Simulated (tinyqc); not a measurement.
Transfer length from front and end resistance.

Problem. A contact of length d and width W has Rc = (Rsh Lt/W) coth(d/Lt) and Re = (Rsh Lt/W)/sinh(d/Lt), with Rsh the sheet resistance under the metal and Lt = sqrt(rc/Rsh). Find Lt, Rsh and rc.

Parameters, values chosen for the exercise:
```
symbol,value,unit,meaning
d,0.06,um,contact length
W,0.12,um,contact width
```

Rc = 145.94510 ohm
Re = 21.601850 ohm

Answer. Rc/Re = cosh(d/Lt) gives Lt, and Re then gives Rsh.

Lt = 0.02309 um
Rsh = 750.0 ohm/sq
rc = 4.000e-9 ohm cm^2

Program tinyqc, `OMP_NUM_THREADS=1 python tinyqc.py 2760062 2760063 out.jsonl`; Intel Xeon 2.30GHz, shared host, one thread, about 0.01 s.
